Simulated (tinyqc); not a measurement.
# ESD clamp with bipolar snapback, compact model and design window: several studies

The drain junction multiplies the current that enters it: Igen = (M - 1)(Ic + I0), M = 1/(1 - (Vj/BV)^n). The generated holes leave through the substrate resistance and the base of the parasitic npn: Igen = Vb/Rb + Ic/be, Ic = Is exp(Vb/Vt). Terminal current I = Ic + I0 + Igen and voltage V = Vj + I Ro, per width. Isothermal, constant gain.

Parameters, values chosen for the exercise; values close to those of grounded-gate n-channel clamps:
- T = 300 K (temperature)
- BV = 10 V (junction breakdown voltage)
- n = 3.6 (exponent of the multiplication)
- be = 12 (current gain of the parasitic npn)
- Is = 7.8e-17 A/um (saturation current)
- I0 = 5.4e-11 A/um (junction leakage)
- Rb = 25000 ohm um (substrate resistance)
- Ro = 110 ohm um (drain ballast and contact resistance)
- It2 = 11.5 mA/um (failure current for 100 ns)

Constants: q = 1.602176634e-19 C, kB = 1.380649e-23 J/K, Vt = kB T/q. Results are converted to the units shown.

Each table varies one quantity; the others keep the values above.

## Effect of the current gain of the parasitic npn

For given Vb: Ic, Igen, M = 1 + Igen/(Ic + I0), Vj = BV (1 - 1/M)^(1/n), I and V. Vt1 is the maximum of V along the curve, Vh the following minimum, Vt2 the voltage at I = It2. It1 and Ih are the currents at Vt1 and Vh.

The same in every row: Vt1 (V) = 10.00.

Effect of the current gain of the parasitic npn:
```
be,It1 (uA/um),Vh (V),Ih (uA/um),Vt2 (V),Vt2 - Vt1 (V)
1,16.60,8.422,767.8,9.520,-0.4815
1.7,16.60,7.807,963.4,8.864,-1.137
2.9,16.60,7.123,1195,8.133,-1.869
4.9,16.60,6.441,1460,7.397,-2.605
8.2,16.60,5.803,1760,6.699,-3.302
14,16.60,5.203,2116,6.031,-3.971
24,16.60,4.681,2520,5.433,-4.569
40,16.60,4.267,2941,4.941,-5.061
```

As be goes from 1 to 40, Vt1 stays near 10.0 V, It1 stays near 16.6 uA/um, Vh falls from 8.42 to 4.27 V and Vt2 falls from 9.52 to 4.94 V. Vt2 exceeds Vt1, the condition for all fingers to turn on, in 0 of the 8 rows. A higher gain needs less multiplication to hold, so Vh falls.

## Effect of the exponent of the multiplication

Same model as above.

Effect of the exponent of the multiplication:
```
n,Vt1 (V),It1 (uA/um),Vh (V),Ih (uA/um),Vt2 (V),Vt2 - Vt1 (V)
2,10.00,15.96,3.247,2069,4.087,-5.915
2.5,10.00,16.20,4.064,2088,4.899,-5.102
3,10.00,16.40,4.728,2063,5.567,-4.435
3.5,10.00,16.57,5.271,2018,6.118,-3.884
4,10.00,16.71,5.722,1967,6.577,-3.425
4.5,10.00,16.84,6.099,1912,6.964,-3.038
5,10.00,16.96,6.419,1859,7.293,-2.708
5.5,10.00,17.06,6.693,1806,7.577,-2.424
6,10.00,17.16,6.931,1757,7.824,-2.178
```

Read the table: what changes, and by how much?

As n goes from 2 to 6, Vt1 stays near 10.0 V, It1 rises from 16.0 to 17.2 uA/um, Vh rises from 3.25 to 6.93 V and Vt2 rises from 4.09 to 7.82 V. Vt2 exceeds Vt1, the condition for all fingers to turn on, in 0 of the 9 rows.

## Effect of the substrate resistance

Same model as above.

Effect of the substrate resistance:
```
Rb (ohm um),Vt1 (V),It1 (uA/um),Vh (V),Ih (uA/um),Vt2 (V),Vt2 - Vt1 (V)
2500,10.02,216.3,6.303,5680,6.597,-3.426
5400,10.01,92.35,5.879,4075,6.379,-3.631
12000,10.00,37.92,5.568,2837,6.266,-3.738
25000,10.00,16.60,5.368,2009,6.216,-3.785
54000,10.00,6.911,5.221,1386,6.191,-3.809
1.2e5,10.00,2.772,5.117,936.6,6.179,-3.821
2.5e5,10.00,1.221,5.051,650.6,6.174,-3.826
```

What does the table show?

As Rb goes from 2500 to 2.5e5 ohm um, Vt1 stays near 10.0 V, It1 falls from 216 to 1.22 uA/um, Vh falls from 6.30 to 5.05 V and Vt2 falls from 6.60 to 6.17 V. Vt2 exceeds Vt1, the condition for all fingers to turn on, in 0 of the 7 rows. It1 goes as Rb^(-1.12); the product It1 Rb, close to the base voltage at the trigger, goes from 0.541 to 0.305 V.

tinyqc, about 0.01 s, one thread, Intel Xeon 2.30GHz (shared host): `OMP_NUM_THREADS=1 python tinyqc.py 2670011 2670012 out.jsonl`
